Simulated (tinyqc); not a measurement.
Hot carriers by balance equations with a heated Maxwellian: one step, computed by the program tinyqc. Command: `OMP_NUM_THREADS=1 python tinyqc.py 3012940 3012941 out.jsonl hot walk`. One thread of a shared host (Intel(R) Xeon(R) Processor @ 2.30GHz), about 0.01 s of CPU time with the checks.

The carriers follow a Maxwellian at an electron temperature T_e, slightly displaced; the drift energy is neglected against k_B T_e. The balance averages the rate, not the time, so mu_0 lies below the relaxation-time value.

Problem. Drift velocity. Parabolic band: E = hbar^2 k^2/(2 m), speed v = hbar k/m, states per spin, volume and energy g(E) = m k/(2 pi^2 hbar^2). Masses are multiplied by m_0 and all formulas are in SI units. Phonon occupation N_q = 1/(exp(hbar w/(k_B T)) - 1). Acoustic deformation potential (elastic, equipartition, absorption and emission together): 1/tau = 2 pi k_B T D_A^2 g(E)/(hbar rho v_l^2). Optical or intervalley deformation potential: 1/tau = (pi Z_f D_o^2/(rho w)) [N_q g(E + hbar w) + (N_q + 1) g(E - hbar w)], with g = 0 below the band edge. Averages over the Maxwellian, <y> = int y x^(1/2) exp(-x) dx / int x^(1/2) exp(-x) dx with x = E/(k_B T_e), split at x_0 = hbar w/(k_B T_e): 64 Gauss-Legendre points in sqrt(x) below it and 128 in sqrt(x - x_0) above it, up to x = 32. Momentum balance: mu(T_e) = e/(m nu), nu = <x (sum of rates)>/<x>. Power lost per carrier: P(T_e) = hbar w <emission rate - absorption rate> + <(2 m v_l^2/(k_B T)) (E - 2 k_B T) acoustic rate>. v = mu(T_e) F; warm-carrier coefficient (mu/mu_0 - 1)/F^2.

Inputs (values chosen for the exercise, for a model non-polar semiconductor):
```
quantity                                          value       unit
effective mass m                                  0.862        m_0
density rho                                        2980     kg/m^3
sound velocity v_l                                12000        m/s
acoustic deformation potential D_A                   11         eV
phonon energy hbar w                                 54        meV
optical or intervalley deformation potential D_o      5  1e8 eV/cm
final valleys Z_f                                     5          -
lattice temperature T                               300          K
electric field F                                     18      kV/cm
```

Band: parabolic. Solver: damped fixed point.

electron temperature T_e = 327.7962 K

low-field mobility mu_0 = 111.8461 cm^2/(V s)

Constants: k_B = 8.617333262e-05 eV/K; k_B = 1.380649e-23 J/K; e = 1.602176634e-19 C; hbar = 1.054571817e-34 J s; m_0 = 9.1093837015e-31 kg; hbar = 6.582119569e-16 eV s.

Give: mobility mu(T_e); drift velocity; mu/mu_0; (mu/mu_0 - 1)/F^2.

Solution.

mobility mu(T_e) = 102.7 cm^2/(V s)

drift velocity = 0.1848 1e7 cm/s

mu/mu_0 = 0.9181

(mu/mu_0 - 1)/F^2 = -2.527e-04 cm^2/kV^2

Caution: the drift energy m v^2/2 is not small against the heating (3/2) k_B (T_e - T), so T_e - T is rough.
